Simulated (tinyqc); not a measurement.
# Reverse leakage of an n+-p junction: diffusion, generation, trap-assisted and band-to-band tunnelling, step by step

Numbers from tinyqc (`OMP_NUM_THREADS=1 python tinyqc.py 2290040 2290041 out.jsonl`; about 0.01 s on one thread of a shared Intel Xeon 2.30GHz). Printed values are rounded; ~0 in a residual or rate marks an entry under 1e-11 of the largest of its column.

One-sided abrupt junction in the depletion approximation, x from the junction (0) to W on the p side, field F = F0 (1 - x/W). Flat quasi-Fermi levels, long p side. Traps generate through SRH with both lifetimes shortened by 1 + Gamma (Hurkx enhancement, form for moderate fields); band-to-band generation is local and needs a total bending above Eg.

Values chosen for this exercise; band and dielectric values close to those of germanium:
```
symbol,value,unit,meaning
T,400,K,temperature
Eg,0.657,eV,band gap
eps_r,15.7,,relative permittivity
Nc,1.62e19,cm^-3,conduction-band density of states at T
Nv,9.27e18,cm^-3,valence-band density of states at T
Na,9e17,cm^-3,acceptor density of the lighter side
Nd,5e19,cm^-3,donor density of the heavier side
tau,4e-8,s,SRH lifetime of both carriers at zero field
Et,0,eV,trap level above the intrinsic level
mt,0.13,m0,tunnelling mass
Dn,16,cm^2/s,electron diffusion coefficient on the lighter side
Ab,7.7e14,cm^-0.5 V^-2.5 s^-1,band-to-band prefactor
Bb,5.07e6,V/cm,band-to-band field constant
VR,1.4,V,reverse bias
```

Constants: q = 1.602176634e-19 C, kB = 1.380649e-23 J/K, hbar = 1.054571817e-34 J s, m0 = 9.1093837015e-31 kg, Vt = kB T/q, eps0 = 8.8541878128e-14 F/cm where lengths are in cm. Results are converted to the units shown.

Range of the model: The n+ side is degenerate, so Vbi from Boltzmann statistics is only a guide.

## Field, scales and diffusion current

ni = sqrt(Nc Nv) exp(-Eg/(2 Vt)), Eg in volts; Vbi = Vt ln(Na Nd/ni^2); W = sqrt(2 eps0 eps_r (Vbi + VR)/(q Na)); F0 = 2 (Vbi + VR)/W; FG = sqrt(24 mt m0 (kB T)^3)/(q hbar); J_diff = q ni^2 sqrt(Dn/tau)(1 - exp(-VR/Vt))/Na.

ni = 8.899786e14 cm^-3
Vbi = 0.6154599 V
W = 62.33756 nm
F0 = 646.6278 kV/cm
FG = 409.4965 kV/cm
J_diff = 0.002820051 A/cm^2

## Generation rates across the layer

u = (Vbi + VR)(1 - x/W)^2, p = Na exp(-u/Vt), n = Nd exp((u - Vbi - VR)/Vt); G0 = ni^2 (1 - exp(-VR/Vt))/(tau (n + p + 2 ni cosh(Et/Vt))); Gamma = 2 sqrt(3 pi)(F/FG) exp((F/FG)^2); trap-assisted part G0 Gamma; G_bb = Ab F^2.5 exp(-Bb/F) with F in V/cm, zero unless Vbi + VR > Eg. 12 equal steps.

```
point    x (nm)  F (kV/cm)      Gamma  G0 (cm^-3 s^-1)  G0 Gamma (cm^-3 s^-1)  G_bb (cm^-3 s^-1)
0       0.00000   646.6278   117.3493      3.960168e17            4.647230e19        1.018505e26
1       5.19480   592.7421   72.23157      3.206348e21            2.315995e23        4.017276e25
2      10.38959   538.8565   45.64675      1.111929e22            5.075597e23        1.345791e25
3      15.58439   484.9708   29.56435      1.112473e22            3.288954e23        3.635483e24
4      20.77919   431.0852   19.57817      1.112473e22            2.178019e23        7.330838e23
5      25.97398   377.1995   13.21226      1.112472e22            1.469827e23        9.783538e22
6      31.16878   323.3139   9.042061      1.112221e22            1.005677e23        7.083129e21
7      36.36358   269.4282   6.228219      1.090945e22            6.794643e22        1.950773e20
8      41.55838   215.5426   4.263555      6.311443e21            2.690919e22        1.011192e18
9      46.75317   161.6569   2.832642      7.899053e20            2.237519e21                 ~0
10     51.94797   107.7713   1.731806      1.105350e20            1.914252e20                 ~0
11     57.14277    53.8856  0.8220698      3.292413e19            2.706594e19                 ~0
12     62.33756     0.0000          0      2.195829e19                      0                  0
```

## Current components

Each current is q times the trapezoid sum of its rate; J adds J_diff; J_bb under 1e-8 of the sum is given as 0.

J_SRH = 0.006407653 A/cm^2
J_TAT = 0.1357263 A/cm^2
J_bb = 9.074516 A/cm^2
J = 9.219470 A/cm^2

A fine grid gives J = 8.620 A/cm^2; the coarse sum is 7.0 % above it. On the fine grid the largest part is band-to-band tunnelling (98.3 %). The simple estimate q ni W/(2 tau cosh(Et/Vt)) is 71 % above the fine-grid J_SRH of 0.006508 A/cm^2, since near both edges n or p is large enough to quench generation.
